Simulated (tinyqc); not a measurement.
Hydrogen passivation and dissociation of interface defects with a spread of activation energies: one step, computed by the program tinyqc. Command: `OMP_NUM_THREADS=1 python tinyqc.py 3026221 3026222 out.jsonl passivation walk`. One thread of a shared host (Intel(R) Xeon(R) Processor @ 2.30GHz), about 0.01 s of CPU time with the checks.

Active defects P react as P + H2 -> HP + H and HP -> P + H; released atomic hydrogen is removed. All defects start active. Activation energies are normally distributed, independently for the two reactions.

Problem. Sites at the mean energies. a = k_f0 [H2] exp(-E_f/k_B T), b = k_d0 exp(-E_d/k_B T); the active share of one kind of site is b/(a + b) + (a/(a + b)) exp(-(a + b) t).

Inputs (values chosen for the exercise, for a model interface):

| quantity | value | unit |
|---|---|---|
| mean passivation energy E_f | 1.45 | eV |
| prefactor k_f0 | 3.8e-08 | cm^3/s |
| mean dissociation energy E_d | 2.81 | eV |
| prefactor k_d0 | 4.5e+13 | 1/s |
| dissolved hydrogen [H2] | 1.8e+17 | cm^-3 |
| anneal temperature T | 920 | K |
| anneal time t | 11000 | s |

Ambient: hydrogen.

Constants: k_B = 8.617333262e-05 eV/K.

Give: passivation rate a; dissociation rate b; active share, single energy; steady active share, single energy.

Solution.

passivation rate a = 77.97 1/s

dissociation rate b = 0.01820 1/s

active share, single energy = 2.333e-04

steady active share, single energy = 2.333e-04
